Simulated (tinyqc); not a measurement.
# Channel mobility from two channel lengths

Inverse problem. Two power MOSFETs differ only in channel length: R_on = R_rest + Lc (Wp + a)/(2 mch Cox Vov), Cox = 3.9 eps0/tox. Find mch and R_rest.

Parameters, values chosen for the exercise:

| symbol | value | unit | meaning |
|---|---|---|---|
| tox | 36 | nm | gate oxide thickness (eps_r 3.9) |
| Vov | 13 | V | gate overdrive |
| Wp | 3.4 | um | width of the p body in one cell, channels included |
| a | 4.3 | um | gap between neighbouring p bodies |

Constants: eps0 = 8.8541878128e-14 F/cm where lengths are in cm. Results are converted to the units shown.

R_on at Lc = 0.32 and 0.87 um (mohm cm^2): [1.6939995, 2.5430612]

Answer. R_on is a straight line in Lc; its slope gives mch and its intercept the rest.

mch = 20.0 cm^2/(V s)
R_rest = 1.20 mohm cm^2

Computed by the program tinyqc: `OMP_NUM_THREADS=1 python tinyqc.py 2230060 2230061 out.jsonl`, one thread of a shared Intel Xeon 2.30GHz, about 0.01 s for the whole run.
